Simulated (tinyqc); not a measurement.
Inside a calculation. Model: self-heating of a transistor with one or more fingers, with temperature-dependent conductivity. Computed by tinyqc, a small Python program that keeps every step. Command: `OMP_NUM_THREADS=1 python tinyqc.py 3010811 3010812 out.jsonl selfheat walk`. One thread of a shared host (Intel(R) Xeon(R) Processor @ 2.30GHz), about 0.08 s of CPU time with the checks. Intermediate numbers are printed to about 6 digits and carried at full precision; extremes and crossings named in words are read from the listed rows.

N long parallel fingers lie on the top face of a slab whose bottom is held at T_0; the top is otherwise insulated, and heat flows in two dimensions. P in W/mm is 1000 P in W/m.

Inputs (values chosen for the exercise, modelled on silicon carbide):
```
quantity                                      value           unit
conductivity at the base temperature kappa_0    414        W/(m K)
exponent m in kappa ~ T^-m                     1.59              -
base temperature T_0                            298              K
power per gate width P                           13           W/mm
fingers N                                         1              -
finger pitch s                                   14     micrometre
width of the heat source w                      1.6     micrometre
substrate thickness t                           350     micrometre
phonon free path Lambda                         130             nm
heat capacity C                                2.22  1e6 J/(m^3 K)
pulse length                                    9.9    microsecond
```

Power: fixed power.

## Geometry factors

A line source of power P on the top face raises the top at distance x by (P/(pi kappa_0)) g(x), g(x) = -ln tanh(pi x/(4 t)) (the image sum for the slab). On a strip of width w the centre sees the mean of g over the strip, g_0 = 1 + ln(8 t/(pi w)) for w much below t.

own factor g_0 = 7.32264

g(j s), j = 1..7: 3.46077  2.76861  2.36478  2.07939  1.85918  1.68043  1.53047

## Linear temperature rise of each finger

theta_i = (P/(pi kappa_0)) [g_0 + sum over j != i of g(|i - j| s)], with equal powers and constant conductivity; thermal resistance = largest theta/P.

theta of each finger (K): 73.1915

largest theta = 73.1915 K

thermal resistance = 5.63012 K mm/W

## Correction for the falling conductivity

Kirchhoff transformation for kappa = kappa_0 (T/T_0)^-m: T = T_0 [1 - (m - 1) theta/T_0]^(-1/(m - 1)), where theta is the linear rise. The bracket vanishes at the power P T_0/((m - 1) theta).

peak temperature = 388.553 K

true rise = 90.5527 K

true rise / linear rise = 1.23720

power at which the formula diverges = 89.7112 W/mm

The falling conductivity adds 23.7 % to the rise.

## Extra rise from ballistic phonons

Near a source smaller than the free path, Fourier's law overstates the flow. Rough estimate: a strip that emits phonons into a half space adds a resistance times area of 4 Lambda/(3 kappa_0), from the ballistic flux C v Delta T/4 with kappa_0 = C v Lambda/3, so Delta T_b = 4 Lambda P/(3 kappa_0 w); Knudsen number Lambda/w.

Knudsen number = 0.08125

ballistic rise Delta T_b = 3.40177 K

Delta T_b / largest theta = 0.0464777

By this estimate the ballistic term is at most a fifth of the Fourier rise.

## Rise at the end of a pulse

After switching on, theta(tau) = (P D/kappa_0) int_0^tau X(u) Z(u) du at the hottest finger, D = kappa_0/C; X = sum over fingers at distance x of [erf((x + w/2)/r) - erf((x - w/2)/r)]/(2 w), Z = sum_(j=-200..200) (-1)^j exp(-(2 j t/r)^2)/sqrt(pi D u), r = 2 sqrt(D u); trapezoid rule on 300 points evenly spaced in ln u from u_0 = 1e-3 min(tau, w^2/D) to tau, plus the exact piece 2 sqrt(u_0/(pi D))/w below u_0. Conductivity and power are held at their base values here, and Fourier's law is used even where the diffusion length is near a phonon free path.

diffusivity D = 186.486 micrometre^2/microsecond

diffusion length sqrt(D tau) = 42.9676 micrometre

linear rise after the pulse = 53.856 K

share of the steady rise = 0.7358

## Rise against time

The formulas are those given above.

Heating curve:
```
time (microsecond)  sqrt(D time) (micrometre)  rise (K)  share of the steady rise
6.60e-04                             0.350829    7.6159                    0.1041
0.0066                                1.10942    17.519                    0.2394
0.066                                 3.50829    28.836                     0.394
0.66                                  11.0942    40.324                    0.5509
6.6                                   35.0829    51.829                    0.7081
33                                    78.4478    59.873                     0.818
130                                   155.702    66.714                    0.9115
390                                   269.685    71.452                    0.9762
990                                   429.676    73.063                    0.9982
```

Half the steady rise is reached between 0.066 and 0.66 microseconds, and the last row holds 99.8 % of it; the slowest time constant is 4 t^2/(pi^2 D) = 266 microseconds. While the diffusion length lies between w and the pitch or thickness, the rise grows as the logarithm of time.

Checks made by the program: g(s) against the alternating image sum (relative difference 4e-07); Kirchhoff integral of kappa/kappa_0 from T_0 to T (relative difference below 1e-10); long-time limit against the steady rise (relative difference 1e-05).
